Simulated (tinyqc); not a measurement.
What moves the results: two-node Weyl semimetal on a cubic lattice and its slab. A value that a table varies takes the place of the one given here.

H = d.s with dx = t sin kx, dy = t sin ky, dz = m (2 - cos kx - cos ky) + M(kz), M = tz (cos k0 - cos kz), k in 1/a. Nodes at (0, 0, +/-k0). Berry curvature of the lower band along z: Omega = d.(dd/dkx x dd/dky)/(2|d|^3), in the sense curl of i<u|grad u>.

Slab of N layers along x with hard walls: layer block t sin(ky) sy + (m (2 - cos ky) + M(kz)) sz, block to the next layer t sx/(2i) - m sz/2.

Inputs chosen for the exercise: t = 1.1 eV (hopping in sx and sy); m = 0.8 eV (mass term); tz = 0.42 eV (hopping along z); k0 = 1.01 1/a (position of the nodes); k = (0.75, -0.39, 0.31) 1/a (wave vector).

## Planes of fixed kz and the Fermi arc

C is the sum of Omega over a 24 x 24 mesh, k = (j + 1/2) 2 pi/24, times (2 pi/24)^2/(2 pi). Slab of 30 layers at ky = 0: lowest positive level and weight of the middle pair on the two outer layers.

Against kz:

| kz (1/a) | M (eV) | C | slab level (eV) | surface weight |
|---|---|---|---|---|
| 0.000 | -0.1966 | -0.981 | 0.00106 | 0.420 |
| 0.400 | -0.1635 | -0.961 | 0.00252 | 0.358 |
| 0.800 | -0.0692 | -0.777 | 0.02008 | 0.178 |
| 1.200 | 0.0712 | -0.209 | 0.10927 | 0.044 |
| 1.600 | 0.2356 | -0.013 | 0.25764 | 0.016 |
| 2.000 | 0.3982 | -0.001 | 0.41427 | 0.009 |
| 2.400 | 0.5331 | 0.000 | 0.54660 | 0.007 |
| 2.800 | 0.6191 | 0.000 | 0.63148 | 0.006 |
| 3.142 | 0.6434 | 0.000 | 0.65547 | 0.005 |

What can be read from the table?

C is -1 for kz below k0 = 1.01 and 0 above, within 0.223 on this mesh. Where C = -1 the slab has a level near zero (exactly zero for a thick slab) on its faces (weight 0.42 at kz = 0): these points form the arc from -k0 to +k0, of length 2.02/a. Towards the node M goes to zero and the state spreads into the bulk; beyond it the level follows M, raised by the confinement in the slab.

## Hybridisation of the two arcs

ky = 0, kz = 0; lowest positive level against the number of layers. On a half space the amplitudes are z1^n - z2^n with z the roots of (t + m) z^2/2 - (m + M) z + (m - t)/2 = 0.

Level:

| N | E (eV) |
|---|---|
| 3 | 0.2838 |
| 4 | 0.2089 |
| 5 | 0.1584 |
| 6 | 0.1231 |
| 8 | 0.07765 |
| 10 | 0.05074 |
| 12 | 0.03380 |

z1, z2: 0.8262  -0.1911

What can be read from the table?

The larger root has |z| = 0.8262, so the level should fall by about |z|^2 = 0.683 for two more layers; from 10 to 12 it changes by a factor 0.666, since at these thicknesses (1.9 decay lengths at N = 10) the overlap of the two faces, the norm of the state or the second root still count.

## What each parameter does

|E| and Omega at k, the velocity tz sin(k0) and k0/pi. Each row changes one parameter from the base and keeps the others.

Results:

| case | \|E\| (eV) | Omega (a^2) | vz (eV a) | \|sigma_xy\| (e^2/(h a)) |
|---|---|---|---|---|
| base | 0.8641 | -0.3394 | 0.3557 | 0.3215 |
| t = 0.99 eV | 0.7789 | -0.3754 | 0.3557 | 0.3215 |
| m = 0.88 eV | 0.8677 | -0.3577 | 0.3557 | 0.3215 |
| tz = 0.462 eV | 0.8623 | -0.3528 | 0.3912 | 0.3215 |
| k0 = 0.909 1/a | 0.8688 | -0.3123 | 0.3313 | 0.2893 |

How do the results move?

The largest shifts from the base row, up to three for each result and ties (the steps differ in size, so this ranks the rows, not the parameters). |E| (eV): t -0.0852, k0 +0.0046, m +0.0035. Omega (a^2): t -0.0360, k0 +0.0271, m -0.0183. vz (eV a): tz +0.0356, k0 -0.0243; unchanged at the printed digits by t and m. |sigma_xy| (e^2/(h a)): k0 -0.0321; unchanged at the printed digits by t, m and tz. The Hall conductivity depends on the separation of the nodes alone, with EF at the nodes and no further nodes.

tinyqc: `OMP_NUM_THREADS=1 python tinyqc.py 1452110 1452111 out.jsonl`; about 0.3 s, one thread, shared Intel(R) Xeon(R) Processor @ 2.30GHz.
